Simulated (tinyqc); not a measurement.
## Junctionless gate-all-around wire, depletion approximation: effect of the donor density on the threshold

A uniformly doped n-type wire of radius R under a surrounding gate; long channel. Below flat band a shell from radius rc to R is fully depleted and the neutral core, at channel potential V (0 at the source, Vd at the drain), carries the current with constant mobility; s = (rc/R)^2 is the share of the cross-section that conducts. The edge of the depleted shell is taken as abrupt, so there is no subthreshold current.

Cox = eps0 eox/(R ln(1 + tox/R)); A = q Nd R^2/(4 eps0 eps_r); B = q Nd R/(2 Cox); VT = Vfb - A - B. The flat-band conductance is G0 = q mu Nd pi R^2/L.

Parameters, values chosen for the exercise; material values close to those of germanium:
```
symbol,value,unit,meaning
eps_r,15.9,,relative permittivity of the semiconductor
eox,3.9,,relative permittivity of the gate insulator
tox,3.9,nm,insulator thickness
R,15,nm,wire radius
Vfb,0.33,V,flat-band voltage
mu,100,cm^2/(V s),effective mobility in the wire
L,0.1,um,gate length
```

Constants: q = 1.602176634e-19 C, eps0 = 8.8541878128e-14 F/cm where lengths are in cm. Results are converted to the units shown.

The same in every row: Cox (uF/cm^2) = 0.9961.

Effect of the donor density on the threshold:
```
Nd (cm^-3)    A (V)    B (V)    VT (V)  G0 (uS)
4.1e17      0.02625  0.04946    0.2543    4.643
7e17        0.04481  0.08444    0.2007    7.928
1.2e18      0.07682   0.1448    0.1084    13.59
2e18         0.1280   0.2413  -0.03930    22.65
3.4e18       0.2177   0.4102   -0.2978    38.51
5.8e18       0.3713   0.6997   -0.7410    65.69
9.9e18       0.6338    1.194    -1.498    112.1
```

Read the table: what changes, and by how much?

As Nd goes from 4.1e17 to 9.9e18 cm^-3, VT falls from 0.254 to -1.50 V and G0 rises from 4.64 to 112 uS. A + B goes on average as Nd^(1.00). The device is normally off (VT > 0) in 3 of the 7 rows. More conductance costs threshold voltage: the same dopants that conduct must be depleted.

Numbers from tinyqc (`OMP_NUM_THREADS=1 python tinyqc.py 2460120 2460121 out.jsonl`; about 0.01 s on one thread of a shared Intel Xeon 2.30GHz).
